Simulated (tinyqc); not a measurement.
# Charge needed for a dipole step

Two sheets of opposite charge dd apart with permittivity ei give the step D = q N dd/(eps0 ei).

Values chosen for this exercise:
- ei = 6.9 (relative permittivity inside the dipole layer)
- dd = 0.25 nm (thickness of the dipole layer)

Constants: q = 1.602176634e-19 C, eps0 = 8.8541878128e-14 F/cm where lengths are in cm. Results are converted to the units shown.

Charge needed for a dipole step:

| N (cm^-2) | D (V) | field (MV/cm) | moment (debye/nm^2, 1 D = 3.33564e-30 C m) |
|---|---|---|---|
| 1e12 | 0.006556 | 0.2622 | 0.1201 |
| 2.7e12 | 0.01770 | 0.7081 | 0.3242 |
| 6.8e12 | 0.04458 | 1.783 | 0.8165 |
| 1.7e13 | 0.1115 | 4.458 | 2.041 |
| 4.5e13 | 0.2950 | 11.80 | 5.404 |
| 1.1e14 | 0.7212 | 28.85 | 13.21 |
| 2.9e14 | 1.901 | 76.05 | 34.82 |

D is proportional to N, 0.1 V for 1.53e13 cm^-2. The same sheet as an uncompensated charge under 1 nm of a dielectric of permittivity 3.9 would shift the flat band by 0.708 V, and that shift would grow with thickness, which a dipole step does not. For N = 1.1e14, 2.9e14 the field exceeds 20 MV/cm; it acts over one bond length, where the sheet picture is only a bookkeeping device.

tinyqc, about 0.01 s, one thread, Intel Xeon 2.30GHz (shared host): `OMP_NUM_THREADS=1 python tinyqc.py 2410002 2410003 out.jsonl`
